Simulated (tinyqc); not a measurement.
What moves the results: donors with valley-orbit split 1s states. A value that a table varies takes the place of the one given here.

Each donor binds at most one electron, in any of its states. For a site s, W_s = sum over its states of g exp(E/kT), and the ionised share is 1/(1 + W_s exp(eta)), eta = (EF - Ec)/kT; n = Nc F_1/2(eta); neutrality n + NA = ND x (mean ionised share); holes are neglected. Nc from N = 2 (m kB T/(4 pi c))^(3/2) with c = hbar^2/2m0, in 1/angstrom^3; times 1e24 for 1/cm^3, m = md. F_j(eta) = (1/Gamma(j + 1)) integral_0^infinity x^j dx/(1 + exp(x - eta)), which tends to exp(eta) for eta << 0.

Mobility (Caughey-Thomas form): mu = mu0 + (mu1 (T/300)^(-ga) - mu0)/(1 + ((ND + NA)/Nr)^de); rho = 1/(e n mu), e = 1.602176634e-19 C.

Constants: hbar^2/2m0 = 3.80998211 eV angstrom^2; kB = 8.617333262e-05 eV/K.

Inputs chosen for the exercise (near those of P in Si; shifted at random, so the results belong to these values and not to a real crystal):
```
symbol  value               unit        meaning
md      1.033               m0          density-of-states mass of the conduction band
E       (44.7, 33.3, 31.1)  meV         binding energies of 1s(A1), 1s(T2), 1s(E)
g       (2, 6, 4)                       their degeneracies with spin
ND      4.5e+16             1/cm^3      donors
NA      1.1e+16             1/cm^3      compensating acceptors, all ionised
T       350                 K
mu0     59                  cm^2/(V s)  mobility at heavy doping
mu1     1421                cm^2/(V s)  mobility at light doping and 300 K
Nr      8.7e+16             1/cm^3      reference doping
de      0.72                            doping exponent
ga      2.3                             temperature exponent
```

## What the excited states change

The last columns keep only the ground state of each site (g = 2).

Results:
```
T (K)  effective degeneracy     eta  n (1/cm^3)  n, ground states only  ratio
40                     2.30  -12.67    4.03e+12               4.62e+12  0.871
60                     2.95   -8.65    4.14e+14               5.97e+14  0.693
80                     3.70   -7.02    3.23e+15               5.01e+15  0.645
110                    4.76   -6.25    1.13e+16               1.66e+16  0.680
150                    5.88   -6.11    2.08e+16               2.70e+16  0.769
200                    6.91   -6.26    2.73e+16               3.15e+16  0.866
250                    7.66   -6.50    3.02e+16               3.29e+16  0.919
300                    8.22   -6.72    3.16e+16               3.34e+16  0.948
400                    9.01   -7.12    3.28e+16               3.37e+16  0.973
500                    9.52   -7.44    3.33e+16               3.38e+16  0.984
```

The effective degeneracy grows from 2.30 to 9.52. Excited states hold electrons back, so the ratio is never above 1; it is lowest, 0.645, at 80 K of those listed, and 0.948 at 300 K. At low T the excited states empty out, and at high T more donors are ionised (n is 98 % of ND - NA in the last row), so the effect is largest in between.

## Ionisation and resistivity against doping

NA = 0.

Results:
```
ND (1/cm^3)  n (1/cm^3)   n/ND  mu (cm^2/(V s))  rho (ohm cm)  rho at full ionisation
1.0e+14        1.00e+14  1.000              990          63.1                    63.1
1.0e+15        9.99e+14  0.999              961          6.50                    6.50
1.0e+16        9.89e+15  0.989              834         0.757                   0.749
3.0e+16        2.90e+16  0.968              699         0.307                   0.298
1.0e+17        9.06e+16  0.906              504         0.137                   0.124
3.0e+17        2.36e+17  0.786              332        0.0797                  0.0627
1.0e+18        5.93e+17  0.593              197        0.0534                  0.0317
2.0e+18        9.51e+17  0.476              148        0.0444                  0.0211
```

From 1e16 to 1e18 1/cm^3 rho falls by a factor 14.2, not 100: the mobility takes a factor 4.23 and incomplete ionisation 1.67. n/ND is below 0.9 from 3e+17 1/cm^3 on. From a few times 1e18 1/cm^3 on, depending on the dopant, the levels merge with the band, and already below that screening lowers the binding energy, so the last rows understate n.

## Compensation sets the slope of the freeze-out

NA = K ND. The slope energy is -d ln(n T^(-p))/d(1/kT) between 30 and 36 K, with p = 3/4 for K = 0 and p = 3/2 otherwise.

Results:
```
K       n(30 K) (1/cm^3)  n(36 K) (1/cm^3)  slope energy (meV)
0               2.35e+13          1.11e+14               21.94
0.0010          1.01e+13          9.08e+13               29.89
0.010           1.22e+12          2.57e+13               43.09
0.050           2.34e+11          5.21e+12               43.88
0.20            4.93e+10          1.10e+12               43.92
0.50            1.23e+10          2.75e+11               43.92
```

Without acceptors the slope is 21.94 meV, against half the ground-state energy, 22.35; with K = 0.05 it is 43.88 meV, against the full 44.7. The full energy (less a few meV where excited levels lie within a few kT) shows where n is far below NA, since the acceptors then hold EF near the donor level: n(36 K)/NA is 2 for K = 0.001 and 0.0023 for K = 0.05; for K = 0.001 the sample is still in or near the uncompensated regime, where p = 3/2 is the wrong power, so that slope means little.

## What moves the carrier density

All results formed anew. Each row changes one parameter from the base and keeps the others.

Results:
```
case                           eta  n (1/cm^3)  rho (ohm cm)
base                        -6.932   3.239e+16        0.3203
E = (49.7, 33.3, 31.1) meV  -6.934   3.232e+16        0.3209
md = 1.136 m0               -7.069   3.259e+16        0.3184
ND = 9e+16 1/cm^3           -6.131   7.211e+16        0.1722
NA = 1.55e+16 1/cm^3        -7.074   2.809e+16        0.3773
T = 380 K                   -7.047   3.268e+16        0.3803
Nr = 1.74e+17 1/cm^3        -6.932   3.239e+16        0.2717
```

The largest shifts from the base row, up to three for each result and ties (the steps differ in size, so this ranks the rows, not the parameters). eta: ND +0.801, NA -0.142, md -0.136; unchanged at the printed digits by Nr. n (1/cm^3): ND +3.97e+16, NA -4.29e+15, T +2.92e+14; unchanged at the printed digits by Nr. rho (ohm cm): ND -0.148, T +0.0600, NA +0.0570.

Computed by tinyqc, a small Python program: `OMP_NUM_THREADS=1 python tinyqc.py 1682217 1682218 out.jsonl` (the numbers bound the seed that draws the inputs); one thread of a shared host (Intel(R) Xeon(R) Processor @ 2.30GHz), about 0.01 s for the whole set of steps.
